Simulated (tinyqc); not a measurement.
Born-von Karman spring model of a cubic crystal with one atom per cell: one step, computed by the program tinyqc.

First neighbours lie at a/2 (1,1,1) (8 of them), second at a (1,0,0) (6), with all permutations and signs; the volume per atom is Omega = a^3/2. Two shells of springs match a real metal only roughly, above all at the zone boundary.

Question. Elastic constants from long waves. [ij,kl] = (1/(2 Omega)) sum_R K_ij R_k R_l; C11 = [xx,xx], C44 = [xx,yy], C12 = 2 [xy,xy] - C44; B = (C11 + 2 C12)/3; Zener ratio A = 2 C44/(C11 - C12). K(R) = kL n n^T + kT (1 - n n^T).

Inputs (values chosen for the exercise, modelled on sodium):

| quantity | value | unit |
|---|---|---|
| lattice constant a | 4.23 | angstrom |
| radial spring k1L | 0.25 | eV/angstrom^2 |
| transverse spring k1T | -0.01 | eV/angstrom^2 |
| radial spring k2L | 0.034 | eV/angstrom^2 |
| transverse spring k2T | 0.0059 | eV/angstrom^2 |

Lattice: bcc.

Constants: 1 eV/angstrom^3 = 160.2176634 GPa.

Give: C11; C12; C44; bulk modulus B; Zener ratio A.

Answer.

C11 = 8.383 GPa

C12 = 6.876 GPa

C44 = 6.255 GPa

bulk modulus B = 7.378 GPa

Zener ratio A = 8.298

C12 - C44 = 0.62 GPa: the Cauchy relation fails because sum_R kT R^2 is not zero; a negative sum gives a positive Cauchy pressure.
